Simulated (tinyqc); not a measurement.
States in the gap of a film: thin (001) film in sp3s* tight binding with raised dangling bonds.

Planes alternate anion (a), cation (c) along [001], a/4 apart, starting with an anion; zero in-plane momentum; levels counted from the bulk Ev, the lower root of [[Epa, Vxx], [Vxx, Epc]]; no spin-orbit coupling. Block of s, pz, s*: from an anion to the cation above, Vss/2 (s,s), Vsapc/2 (s,z), -Vscpa/2 (z,s), Vxx/2 (z,z), Vxapc/2 (s*,z), -Vpaxc/2 (z,s*); to the cation below the same with the s-z and s*-z signs reversed. Block of u = (px + py)/sqrt2 and v = (px - py)/sqrt2: to the cation above (Vxx + Vxy)/2 for u and (Vxx - Vxy)/2 for v, to the cation below the reverse. Each surface atom has two dangling sp3 hybrids; raising both by dl adds (dl/2) [[1, t], [t, 1]] to its s, pz levels (t = -1 at the bottom face, +1 at the top) and dl to the one of u, v in whose plane the missing bonds lie (v for a bottom anion or a top cation, u for a top anion).

Parameters, chosen for this exercise (out of a larger set: near a published set for Si, fitted to gaps, whose masses and valley positions are rough; not measured data): p = (-4.196, 1.713, -4.196, 1.713, 6.685, 6.685, -8.226, 1.705, 4.603, 5.7, 5.7, 5.36, 5.36) eV (order Esa, Epa, Esc, Epc, Exa, Exc, Vss, Vxx, Vxy, Vsapc, Vscpa, Vxapc, Vpaxc); Nw = 32 (planes in the thicker film).

edges (eV): Gamma 3.41000, Delta 1.16263

Levels between 0 and the lower bulk edge, the largest weight on the two outer planes of both faces among them, and the nearest levels outside, for several shifts dl.

Film of Nw planes:

| dl (eV) | levels in the gap | at (eV) | surface weight | next above (eV) | next below (eV) |
|---|---|---|---|---|---|
| 0 | 2 | 0.274, 0.285 | 0.69 | 1.1874 | -0.0410 |
| 1 | 2 | 0.737, 0.739 | 0.81 | 1.1874 | -0.0410 |
| 2 | 1 | 1.157 | 0.31 | 1.1728 | -0.0410 |
| 3 | 0 | - | - | 1.1843 | -0.0410 |
| 5 | 0 | - | - | 1.1868 | -0.0410 |
| 10 | 0 | - | - | 1.1874 | -0.0410 |
| 30 | 0 | - | - | 1.1874 | -0.0410 |
| 100 | 0 | - | - | 1.1874 | -0.0410 |

Can the levels of the bare film be read as confined subbands?

No: with bare surfaces (dl = 0) 2 levels lie in the bulk gap, with up to 69 % of the weight on the four outer planes, two a face, where an even spread gives 12 %; these are dangling-bond states, not subbands. The reruns show the bulk gap clear from dl = 3 eV on, and at dl = 30 eV the next level above lies 0.0 meV from its value at 100 eV.

Program tinyqc; command `OMP_NUM_THREADS=1 python tinyqc.py 1452146 1452147 out.jsonl`; about 0.4 s on one thread of a shared Intel(R) Xeon(R) Processor @ 2.30GHz.
